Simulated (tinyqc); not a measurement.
# Classical Heisenberg spin chain: exact results, Metropolis, heat-bath and over-relaxation steps, and a Monte Carlo run, step by step

A worked calculation. Computed by tinyqc, a small Python program that keeps every step. Command: `OMP_NUM_THREADS=1 python tinyqc.py 3130084 3130085 out.jsonl heismc walk`. One thread of a shared host (Intel(R) Xeon(R) Processor @ 2.30GHz), about 0.1 s of CPU time with the checks. Intermediate numbers are printed to about 7 digits and carried at full precision; extremes and crossings named in words are read from the listed rows.

E = -J sum_i s_i . s_(i+1) for unit vectors s_i on an open chain; K = J/(k_B T).

Inputs (values chosen for the exercise, for a model chain of large moments): coupling J = -21 meV; temperature T = 77.2 K; moment mu = 6.9 mu_B; length N of the open chain = 12; seed = 547607.

Update: heat bath.

Constants: k_B = 8.617333262e-05 eV/K; mu_B = 5.7883818060e-05 eV/T.

## Exact results

Each bond angle is independent, so u = <s_i . s_(i+1)> = coth K - 1/K, <s_i . s_(i+n)> = u^n, correlation length xi = -1/ln|u|, energy per bond -J u, heat capacity per bond c/k_B = 1 - K^2/sinh^2 K, and for the long chain chi = mu^2 (1 + u)/(3 k_B T (1 - u)) per spin.

K = -3.156669

u = -0.6868409

xi = 2.662034 sites

energy per bond = -14.42366 meV

heat capacity = 0.9275155 k_B/bond

chi over the Curie value = 0.1856482

chi = 0.02563508 mu_B/T per spin

For |K| >> 1, |u| = 1 - 1/|K| and xi = |K| - 1/2 = 2.66: the chain orders only at T = 0, and c tends to k_B, not to zero, a failure of classical spins.

## Finite chain

For N spins, <|sum s|^2>/N = (1 + u)/(1 - u) - 2 u (1 - u^N)/(N (1 - u)^2); the long chain has (1 + u)/(1 - u), chi over the Curie value, and the difference is relative to it.

<|sum s|^2>/N = 0.2254354

difference from the long chain = 21.43149 %

## Four single-spin steps

four neighbouring spins (rows; components x, y, z):
```
[[0.2961, 0.2428, 0.9238],
 [-0.8382, -0.3977, 0.3732],
 [0.4396, 0.6836, 0.5826],
 [0.8070, -0.3746, -0.4565]]
```

random numbers, one row a step:
```
[[0.4333, 0.8823, 0.8026],
 [0.7661, 0.6038, 0.4683],
 [0.1909, 0.2684, 0.9582],
 [0.4074, 0.0317, 0.9370]]
```

The given spins are first normalised. Spins 2 and 3 are updated in turn, with h = K (sum of the two neighbours). Heat bath: cos(theta) = 1 + ln(1 - r1 (1 - exp(-2 |h|)))/|h| about n = h/|h|, azimuth 2 pi r2 = phi in the frame a = n x z/|n x z|, b = n x a: s = n cos(theta) + sin(theta)(a cos(phi) + b sin(phi)); r1, r2 are the first two numbers of the row.

Steps:
```
spin       |h|  h . s before  h . s after       move           x           y           z
2     6.046228      1.334968     5.478307  heat bath  -0.7322932  -0.4194571  -0.5364722
3     4.020423      3.436021     2.568616  heat bath  -0.6120907  -0.0213762   0.7904986
2     5.546805      2.465800     5.334976  heat bath  -0.0261484   0.0568761  -0.9980388
3     5.306969      5.116915     4.783750  heat bath  -0.3273766   0.5914047   0.7369295
```

## A run and its error bars

From the ordered state (alternating for J < 0), with each spin drawn from exp(h . s), h = K x sum of neighbours, 200 sweeps are discarded and 1600 recorded (even and odd sites in turn; random numbers not printed, so these rows are one sample). Errors are the scatter of block means over sqrt(number of blocks).

Blocking:
```
block length  mean bond product        error  <|sum s|^2>/N        error
1                    -0.6841607  0.002315205      0.2298076  0.004691959
4                    -0.6841607  0.002638477      0.2298076  0.004960743
16                   -0.6841607  0.002965679      0.2298076  0.004823014
40                   -0.6841607  0.002765636      0.2298076  0.005263049
80                   -0.6841607  0.002359655      0.2298076  0.004966281
```

With blocks of 40 the bond product is 1.0 error bars from the exact u = -0.6868, and <|sum s|^2>/N is 0.8 from the exact 0.225. Blocking to 40 changes the two errors by factors 1.2 and 1.1.

Checks made by the program: c against a difference of the energy (relative difference 2e-09).
